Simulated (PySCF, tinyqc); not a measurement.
Worked calculation: MP2 on RHF in the 6-31g basis, for H4, spin multiplicity 1. The lowest restricted solution is unstable here: a spin-polarised one lies 0.0294 hartree lower (PySCF). One step of it, computed by the program tinyqc.

Problem. Orthogonalisation. S = U s U^T; canonical form X = U s^(-1/2), so that X^T S X = 1. Each column of U has its largest component positive (the first on a tie).

overlap S:
```
          1H 1s     1H 2s     2H 1s     2H 2s     3H 1s     3H 2s     4H 1s     4H 2s
1H 1s  1.000000  0.658292  0.234506  0.400128  0.314796  0.445908  0.084166  0.271200
1H 2s  0.658292  1.000000  0.400128  0.736752  0.445908  0.787423  0.271200  0.580136
2H 1s  0.234506  0.400128  1.000000  0.658292  0.084166  0.271200  0.314796  0.445908
2H 2s  0.400128  0.736752  0.658292  1.000000  0.271200  0.580136  0.445908  0.787423
3H 1s  0.314796  0.445908  0.084166  0.271200  1.000000  0.658292  0.234506  0.400128
3H 2s  0.445908  0.787423  0.271200  0.580136  0.658292  1.000000  0.400128  0.736752
4H 1s  0.084166  0.271200  0.314796  0.445908  0.234506  0.400128  1.000000  0.658292
4H 2s  0.271200  0.580136  0.445908  0.787423  0.400128  0.736752  0.658292  1.000000
```

Give: eigenvalues of S; X.

Solution.

eigenvalues of S: 0.0418  0.1890  0.2269  0.4471  0.5490  1.0157  1.2397  4.2907

X:
```
             1        2        3        4        5        6        7       8
1H 1s  -0.4080  -0.5369  -0.5148   0.6218   0.6654   0.4387   0.3913  0.1341
1H 2s   2.4103   1.0171   0.9147  -0.4155   0.1126   0.2316   0.2202  0.2007
2H 1s   0.4080  -0.5369   0.5148   0.6218  -0.6654   0.4387  -0.3913  0.1341
2H 2s  -2.4103   1.0171  -0.9147  -0.4155  -0.1126   0.2316  -0.2202  0.2007
3H 1s   0.4080   0.5369  -0.5148   0.6218  -0.6654  -0.4387   0.3913  0.1341
3H 2s  -2.4103  -1.0171   0.9147  -0.4155  -0.1126  -0.2316   0.2202  0.2007
4H 1s  -0.4080   0.5369   0.5148   0.6218   0.6654  -0.4387  -0.3913  0.1341
4H 2s   2.4103  -1.0171  -0.9147  -0.4155   0.1126  -0.2316  -0.2202  0.2007
```
